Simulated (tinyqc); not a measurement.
# Ellipsometry and reflectance of a transparent film on an absorbing substrate, step by step

Computed by the program tinyqc: `OMP_NUM_THREADS=1 python tinyqc.py 2870122 2870123 out.jsonl`, one thread of a shared Intel Xeon 2.30GHz, about 0.01 s for the whole run. Printed values are rounded.

Air (index 1), film, substrate with N2 = n2 - i k2; time factor exp(+i w t). q_j = sqrt(N_j^2 - sin^2 th), root with positive real part. Fresnel coefficients r_s = (q_a - q_b)/(q_a + q_b), r_p = (N_b^2 q_a - N_a^2 q_b)/(N_b^2 q_a + N_a^2 q_b). tan(Psi) exp(i Delta) = R_p/R_s, Delta taken from 0 to 360 degrees.

Values chosen for this exercise; indices close to those of aluminium oxide on silicon:
- lam = 632.8 nm (wavelength)
- th = 70 degrees (angle of incidence)
- n1 = 1.653 (index of the transparent film)
- d = 100 nm (film thickness)
- n2 = 3.882 (index of the substrate)
- k2 = 0.019 (extinction coefficient of the substrate)

## Interface coefficients and thickness period

q0, q1, q2 and the coefficients r01 and r12 for p and s; the results repeat in d with the period lam/(2 q1).

q0 = 0.342020
q1 = 1.35992
q2 = 3.76655-0.01958i
r01,p = -0.185396
r01,s = -0.598082
r12,p = 0.331399-0.002043i
r12,s = -0.469459+0.002027i
period = 232.660 nm

## Psi, Delta and reflectances

beta = 2 pi d q1/lam, X = exp(-2 i beta), R = (r01 + r12 X)/(1 + r01 r12 X) for p and s.

beta = 1.35029 rad
X = -0.904320-0.426854i
R_p = -0.463272-0.120885i
R_s = -0.267241+0.223751i
Psi = 53.9464 degrees
Delta = 54.5626 degrees
|R_p|^2 = 0.229234
|R_s|^2 = 0.121482

The bare substrate gives Psi = 10.57 and Delta = 179.23 degrees.
